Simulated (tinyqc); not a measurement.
p-n diode, drift-diffusion by the Gummel loop with Scharfetter-Gummel fluxes: two steps of the calculation.

Abrupt junction at x = 0, p side from -Lp, n side to Ln, ohmic contacts. psi is counted from the intrinsic level; n = ni exp((psi - phin)/Vt), p = ni exp((phip - psi)/Vt). Contacts: p side psi = V - Vt ln(Na/ni), p = Na, n = ni^2/Na; n side psi = Vt ln(Nd/ni), n = Nd, p = ni^2/Nd. Constant mobilities, D = mu Vt, Boltzmann statistics, SRH recombination through a mid-gap level, U = (n p - ni^2)/(tp (n + ni) + tn (p + ni)). Current is positive from the p contact to the n contact.

Inputs (values chosen for the exercise); band and dielectric values close to those of indium phosphide:
- T = 300 K (temperature)
- Na = 3.1e17 cm^-3 (acceptor density of the p side)
- Nd = 1.4e17 cm^-3 (donor density of the n side)
- mun = 2300 cm^2/(V s) (electron mobility)
- mup = 92 cm^2/(V s) (hole mobility)
- tn = 7e-7 s (SRH lifetime of electrons)
- tp = 3e-8 s (SRH lifetime of holes)
- G = 0 cm^-3 s^-1 (uniform generation rate)

Constants: q = 1.602176634e-19 C, kB = 1.380649e-23 J/K, Vt = kB T/q. Results are converted to the units shown.

Problem 1. Electron continuity. With psi and p held, F_i = (mun Vt/h_i) [n_(i+1) B(d_i) - n_i B(-d_i)], d_i = (psi_(i+1) - psi_i)/Vt, B(d) = d/(exp(d) - 1); solve F_i - F_(i-1) = w_i [(n_i p_i - ni^2)/den_i - G] for the new n, with den = tp (n + ni) + tn (p + ni) taken at the old n and p, h_i = x_(i+1) - x_i, w_i = (h_(i-1) + h_i)/2; phin = psi - Vt ln(n/ni).

```
node,x (nm),psi (V),n after Poisson (cm^-3),p after Poisson (cm^-3)
0,-680,0.68919150,4.2964926e-4,3.1e17
1,-426,0.65157133,1.0189536e18,1.3284731e18
2,-261,0.65156604,1.0187451e18,1.3287450e18
3,-153,0.65156603,1.0187451e18,1.3287451e18
4,-83.9,0.65156604,1.0187451e18,1.3287450e18
5,-38.8,0.65156656,1.0187659e18,1.3287178e18
6,-9.5,0.65164401,1.0218223e18,1.3247435e18
7,9.5,0.65647266,1.2316665e18,1.0990414e18
8,36.8,0.65655378,1.2355377e18,1.0955979e18
9,76.2,0.65655445,1.2355695e18,1.0955697e18
10,133,0.65655445,1.2355696e18,1.0955696e18
11,214,0.65655444,1.2355690e18,1.0955701e18
12,331,0.65653690,1.2347312e18,1.0963135e18
13,500,0.60025797,1.4e17,9.5136623e-4
```

ni = 1.1540852e7 cm^-3

Give: new n; phin after round 1.

Solution 1.

```
node,new n (cm^-3),phin after round 1 (V)
0,4.2965e-4,1.3100
1,1.0222e17,0.0594
2,2.2823e17,0.0387
3,3.1074e17,0.0307
4,3.6353e17,0.0266
5,3.9799e17,0.0243
6,4.2160e17,0.0229
7,5.2414e17,0.0221
8,5.4667e17,0.0211
9,5.7679e17,0.0197
10,6.2018e17,0.0178
11,6.8206e17,0.0154
12,7.7095e17,0.0122
13,1.4000e17,0.0000
```

Problem 2. Hole continuity. With psi and the new n held, F_i = (mup Vt/h_i) [p_(i+1) B(-d_i) - p_i B(d_i)], d_i = (psi_(i+1) - psi_i)/Vt, B(d) = d/(exp(d) - 1); solve F_i - F_(i-1) = w_i [(n_i p_i - ni^2)/den_i - G] for the new p, with den = tp (n + ni) + tn (p + ni) taken at the new n and the old p, h_i = x_(i+1) - x_i, w_i = (h_(i-1) + h_i)/2; phip = psi + Vt ln(p/ni).

```
node,x (nm),psi (V),new n (cm^-3),p after Poisson (cm^-3)
0,-680,0.68919150,4.2964926e-4,3.1e17
1,-426,0.65157133,1.0222250e17,1.3284731e18
2,-261,0.65156604,2.2823479e17,1.3287450e18
3,-153,0.65156603,3.1073845e17,1.3287451e18
4,-83.9,0.65156604,3.6352599e17,1.3287450e18
5,-38.8,0.65156656,3.9798720e17,1.3287178e18
6,-9.5,0.65164401,4.2159812e17,1.3247435e18
7,9.5,0.65647266,5.2413755e17,1.0990414e18
8,36.8,0.65655378,5.4667333e17,1.0955979e18
9,76.2,0.65655445,5.7678729e17,1.0955697e18
10,133,0.65655445,6.2017990e17,1.0955696e18
11,214,0.65655444,6.8206063e17,1.0955701e18
12,331,0.65653690,7.7095332e17,1.0963135e18
13,500,0.60025797,1.4e17,9.5136623e-4
```

ni = 1.1540852e7 cm^-3

Wanted: new p; phip after round 1.

Solution 2.

```
node,new p (cm^-3),phip after round 1 (V)
0,3.1000e17,1.3100
1,8.1501e17,1.2974
2,6.6743e17,1.2922
3,5.7075e17,1.2882
4,5.0889e17,1.2852
5,4.6852e17,1.2831
6,4.4093e17,1.2816
7,3.5029e17,1.2804
8,3.2480e17,1.2786
9,2.8953e17,1.2756
10,2.3869e17,1.2706
11,1.6621e17,1.2612
12,6.1588e16,1.2356
13,9.5137e-4,0.0000
```

Computed by the program tinyqc: `OMP_NUM_THREADS=1 python tinyqc.py 2240044 2240045 out.jsonl`, one thread of a shared Intel Xeon 2.30GHz, about 0.1 s for the whole run.
